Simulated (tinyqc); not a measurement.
Composition from the perpendicular lattice constant.

Problem. The layer is x parts of the first compound and 1 - x of the second, grown coherently on the second as substrate and barrier. Rows of the table: lattice constant a, average valence level Ea on an absolute scale, spin-orbit splitting so, gaps at Gamma, X and L, hydrostatic deformation potentials av and ac (Gamma), shear potential b, elastic constants, electron and heavy-hole (along z) masses. All are interpolated linearly in x; gaps get -C x (1 - x), taken wholly in the conduction band; real line-ups can differ from this model by 0.1 eV or more. In-plane strain e = (a_substrate - a)/a, e_z = -2 (c12/c11) e, volume change 2 e + e_z. X-ray diffraction gives a_z = a (1 + e_z) of the coherent layer. Find x, e and the relaxed Gamma gap.

Parameters, values chosen for the exercise:
```
symbol  value  unit                  meaning
CG        0.1    eV  bowing of the Gamma gap
CX       0.27    eV      bowing of the X gap
CL       0.27    eV      bowing of the L gap
```

Binary compounds, values chosen for the exercise:

|  | close to InAs | close to InP |
|---|---|---|
| a (angstrom) | 6.058 | 5.869 |
| Ea (eV) | -6.67 | -7.04 |
| so (eV) | 0.378 | 0.11 |
| EG (eV) | 0.351 | 1.33 |
| EX (eV) | 1.36 | 2.18 |
| EL (eV) | 1.08 | 1.91 |
| av (eV) | 0.995 | 1.26 |
| ac (eV) | -5.06 | -5.05 |
| b (eV) | -1.82 | -1.69 |
| c11 (GPa) | 84 | 101 |
| c12 (GPa) | 45.2 | 56.8 |
| me (m0) | 0.0228 | 0.0789 |
| mh (m0) | 0.332 | 0.535 |

lattice constant along the growth direction = 5.98081385 angstrom

Solution. a_z changes steadily with x, about (1 + 2 c12/c11) times as fast as the relaxed lattice constant, so one composition matches.

x = 0.280
e = -0.894 %
relaxed Gamma gap = 1.04 eV

Program tinyqc, `OMP_NUM_THREADS=1 python tinyqc.py 2690123 2690124 out.jsonl`; Intel Xeon 2.30GHz, shared host, one thread, about 0.01 s.
